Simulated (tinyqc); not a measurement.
# Radius, Mott density and mass from the binding energy

Problem. A donor has the isolated binding energy E0 = cc Ry, Ry = (m0 q^3/(8 eps0^2 h^2)) me/eps_r^2 in eV, radius a = q/(8 pi eps0 eps_r E0) and Mott density (0.26/a)^3. Find a, the Mott density and me.

Values chosen for this exercise:

| symbol | value | unit | meaning |
|---|---|---|---|
| eps_r | 15.9 |  | relative permittivity |
| cc | 1.9 |  | ratio of the true binding energy to the hydrogenic one |

Constants: q = 1.602176634e-19 C, eps0 = 8.8541878128e-12 F/m, h = 6.62607015e-34 J s, m0 = 9.1093837015e-31 kg. Results are converted to the units shown.

E0 = 12.168218 meV

Answer. Each follows directly from E0.

a = 3.721 nm
Mott density = 3.411e17 cm^-3
me = 0.1190 m0

Computed by the program tinyqc: `OMP_NUM_THREADS=1 python tinyqc.py 2330098 2330099 out.jsonl`, one thread of a shared Intel Xeon 2.30GHz, about 0.01 s for the whole run.
